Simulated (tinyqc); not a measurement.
Barrier and mass from two Fowler-Nordheim currents.

Question. Fowler-Nordheim tunnelling through a dielectric follows J = A F^2 exp(-B/F), A = q^2 me/(16 pi^2 hbar m1 phi1) (A/V^2 with phi1 in volts), B = (4/3) sqrt(m1/C) phi1^1.5 (V/nm), C = hbar^2/(2 m0). Find B, A, phi1 and m1.

Values chosen for this exercise: emitter mass in the supply function me = 0.81 m0.

Constants: q = 1.602176634e-19 C, hbar = 1.054571817e-34 J s, m0 = 9.1093837015e-31 kg, hbar^2/(2 m0) = 0.0380998212 eV nm^2. Results are converted to the units shown.

J at F = 0.85 and 1.2 V/nm (A/cm^2): [3.0694757e-6, 0.045587624]

Answer. The slope of ln(J/F^2) against 1/F is -B and the intercept gives A. A fixes the product m1 phi1, and B = (4/3) phi1 sqrt(m1 phi1/C) then gives phi1.

B = 25.98 V/nm
A = 8.027e-7 A/V^2
phi1 = 3.050 eV
m1 = 0.5100 m0

Program tinyqc, `OMP_NUM_THREADS=1 python tinyqc.py 2540130 2540131 out.jsonl`; Intel Xeon 2.30GHz, shared host, one thread, about 0.04 s.
